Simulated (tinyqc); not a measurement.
Field dependence: Hall effect and magnetoresistance of several carrier groups with constant relaxation times. Computed by tinyqc, a small Python program. Command: `OMP_NUM_THREADS=1 python tinyqc.py 3028290 3028291 out.jsonl hall2 walk`. One thread of a shared host (Intel(R) Xeon(R) Processor @ 2.30GHz), about 0.01 s of CPU time with the checks.

Group 1 has charge +e and group 2 charge +e; s_i is that sign. B lies along z; mu B is formed with mu in m^2/(V s).

Inputs (values chosen for the exercise, for a model conductor):

| quantity | value | unit |
|---|---|---|
| density n1 | 1.6e+10 | 1/cm^2 |
| mobility mu1 | 11000 | cm^2/(V s) |
| density n2 | 2.5e+10 | 1/cm^2 |
| mobility mu2 | 3800 | cm^2/(V s) |

Carriers: light and heavy holes. Densities: per area (a thin layer).

Constants: e = 1.602176634e-19 C.

Method:
- Weak field: R_H(0) = sum s_i n_i mu_i^2/(e (sum n_i mu_i)^2); MR = c B^2 with c = n1 n2 mu1 mu2 (s1 mu1 - s2 mu2)^2/(n1 mu1 + n2 mu2)^2. Strong field: R_H = 1/(e sum s_i n_i); rho_xx saturates at (n1/mu1 + n2/mu2)/(e (sum s_i n_i)^2).
- sigma_xx = sum n_i e mu_i/(1 + mu_i^2 B^2); sigma_xy = sum s_i n_i e mu_i^2 B/(1 + mu_i^2 B^2).
- rho_xx = sigma_xx/(sigma_xx^2 + sigma_xy^2); Hall coefficient R_H = sigma_xy/(B (sigma_xx^2 + sigma_xy^2)), with B in V s/cm^2 (1 T = 1e-4 V s/cm^2); magnetoresistance MR = rho_xx(B)/rho_xx(0) - 1.

saturation MR = 29.5108 %

Against the field:

| B (T) | mu1 B | rho_xx (ohm) | R_H (cm^2/C) | MR (%) |
|---|---|---|---|---|
| 0.045 | 4.9500e-02 | 23037 | 1.9518e+08 | 2.3880e-02 |
| 0.14 | 1.5400e-01 | 23084 | 1.9488e+08 | 2.2952e-01 |
| 0.36 | 3.9600e-01 | 23366 | 1.9310e+08 | 1.4542e+00 |
| 0.91 | 1.0010e+00 | 24722 | 1.8452e+08 | 7.3419e+00 |
| 2.3 | 2.5300e+00 | 27647 | 1.6603e+08 | 2.0039e+01 |
| 5.5 | 6.0500e+00 | 29309 | 1.5551e+08 | 2.7258e+01 |
| 14 | 1.5400e+01 | 29743 | 1.5277e+08 | 2.9139e+01 |
| 36 | 3.9600e+01 | 29815 | 1.5231e+08 | 2.9454e+01 |
| 110 | 1.2100e+02 | 29827 | 1.5224e+08 | 2.9505e+01 |

MR starts as B^1.99 and ends as B^0.00; it saturates at 29.5 %. One group alone would show no magnetoresistance in this model. The rows with mu1 B well above 1 show the semiclassical limit; Landau quantisation is left out. Fields above 100 T are beyond ordinary laboratory magnets.
